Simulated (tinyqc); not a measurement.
Plain band against climbing image: nudged elastic band on a two-dimensional model surface. Computed by tinyqc, a small Python program. Command: `OMP_NUM_THREADS=1 python tinyqc.py 3004249 3004250 out.jsonl neb walk`. One thread of a shared host (Intel(R) Xeon(R) Processor @ 2.30GHz), about 0.2 s of CPU time with the checks.

V(x, y) = h u^2 + t x + (kappa/2)(y + c u)^2 with u = x^2/w^2 - 1; the path runs from the minimum near (-w, 0) to that near (w, 0).

Inputs (values chosen for the exercise, for a model surface):

| quantity | value | unit |
|---|---|---|
| height h | 0.51 | eV |
| half width w | 0.99 | angstrom |
| transverse stiffness kappa | 4.8 | eV/angstrom^2 |
| curvature c | 0.71 | angstrom |
| tilt t | 0.084 | eV/angstrom |
| spring constant k_s | 4.1 | eV/angstrom^2 |
| step factor eta | 0.044 | angstrom^2/eV |

Surface: curved double well. Climbing image: off.

Method:
- Newton steps x(new) = x - H^-1 grad V (moves limited to 0.3 angstrom) from (-w, 0), (w, 0) and (0, c) give the two minima and the saddle.
- Tangent at image i: towards the higher neighbour if the energies rise or fall through i; at a maximum or minimum, tau = t+ dmax + t- dmin if V(i+1) > V(i-1), else t+ dmin + t- dmax, with t+ = R(i+1) - R(i), t- = R(i) - R(i-1) and dmax, dmin the larger and smaller of |V(i+1) - V(i)| and |V(i-1) - V(i)|; then normalise. Force F = -grad V + (grad V.tau) tau + k_s (|t+| - |t-|) tau.
- With a climbing image, the highest image feels instead F = -grad V + 2 (grad V.tau) tau and no spring.
- Update R(new) = R + eta F; the end points stay fixed.
- Images are counted without the end points, and convergence is judged on the largest force on an image. Each run starts on the straight line with the same k_s and eta, for at most 1500 iterations; errors are against the Newton saddle; a dash marks a run that did not reach 1e-4 eV/angstrom.

positions (angstrom):
```
               x         y
start   -1.00959  -0.02838
end      0.96917   0.02957
saddle   0.04042   0.70882
```

energies (eV): start -0.083991, end 0.082294, saddle 0.511696

barrier from the start = 0.595687 eV

Error of the highest image (meV) and iterations:

| images | plain, error | plain, iterations | climbing, error | climbing, iterations |
|---|---|---|---|---|
| 2 | -111.919 | 39 | 0 | 82 |
| 3 | -6.489 | 59 | 0 | 68 |
| 4 | -32.050 | 69 | 0 | 81 |
| 5 | -6.469 | 99 | 0 | 72 |
| 6 | -11.414 | 112 | 0 | 82 |
| 8 | -4.326 | 158 | 0 | 97 |
| 10 | -1.553 | 205 | 0 | 118 |

The plain band underestimates the barrier by 1.55 to 111.92 meV, depending on how near an image falls to the saddle (worst for 2 images, best for 10). The climbing image is within about 0.001 meV in every converged run, so few images suffice for the barrier.

Extremes, crossings and ranges named in words are read from the listed rows.
